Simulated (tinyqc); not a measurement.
Length of a molecular wire: coherent transport through a tight-binding bridge. Computed by the program tinyqc. T = Gamma_L Gamma_R |G_1n|^2 with the self-energies of semi-infinite chains.

A uniform bridge between two chains:

| parameter | value |
|---|---|
| site energy (eV) | 0.450000 |
| hopping in the bridge (eV) | 0.450000 |
| lead hopping (eV) | 2.360000 |
| couplings (eV) | 0.55, 1.17 |
| E (eV) | -0.100000 |

Transmission against length:

| sites | T | ln T |
|---|---|---|
| 2 | 4.0259e-01 | -0.910 |
| 3 | 8.3956e-01 | -0.175 |
| 5 | 3.4616e-01 | -1.061 |
| 6 | 6.1554e-01 | -0.485 |
| 7 | 7.2115e-01 | -0.327 |
| 8 | 3.6084e-01 | -1.019 |
| 9 | 4.3321e-01 | -0.837 |
| 10 | 8.6352e-01 | -0.147 |

Estimate the missing row, sites = 4.

Computed row:
```
sites           T    ln T
4      4.9727e-01  -0.699
```

E lies inside the band of the bridge (|E - e|/2h = 0.611 < 1): T does not decay but oscillates with length, between 0.346 and 0.864 here, as levels of the bridge pass E.
